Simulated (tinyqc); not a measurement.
Adsorption as a lattice gas: isotherms with interactions, competition, desorption peaks and saturation dose: one step, computed by the program tinyqc. Command: `OMP_NUM_THREADS=1 python tinyqc.py 3013251 3013252 out.jsonl adsorb walk`. One thread of a shared host (Intel(R) Xeon(R) Processor @ 2.30GHz), about 0.2 s of CPU time with the checks.

One adsorbate per site; a molecule needs 1 empty site. Gas and surface have the same temperature.

Question. Dose to saturate, flat and in a hole. Without desorption or interaction, 99 % coverage needs the time (N_s/(s0 F)) ln 100. For a round hole of aspect ratio a in molecular flow with unit sticking (Gordon), the time is N_s/F x [1 + (19/4) a + (3/2) a^2]. The larger of the two times is a rough guide.

Inputs (values chosen for the exercise, for a model surface):

| quantity | value | unit |
|---|---|---|
| desorption energy E | 1.51 | eV |
| prefactor nu | 1.5e+12 | 1/s |
| site density N_s | 10 | 1/nm^2 |
| sticking coefficient s0 | 0.45 | - |
| temperature T | 585 | K |
| aspect ratio a (depth over diameter) of a hole | 20 | - |

Adsorption: molecular (first order).

flux F = 0.4645956 1/(nm^2 s)

Give: time on a flat surface; time for the hole.

Answer.

time on a flat surface = 220.27 s

time for the hole = 14981 s

The hole is limited by transport: for deep holes the dose grows as a^2. Caution: with k_d = nu exp(-E/(k_B T)) of these inputs desorption is not negligible over the time on a flat surface, so without interaction 99 % coverage is not reached.
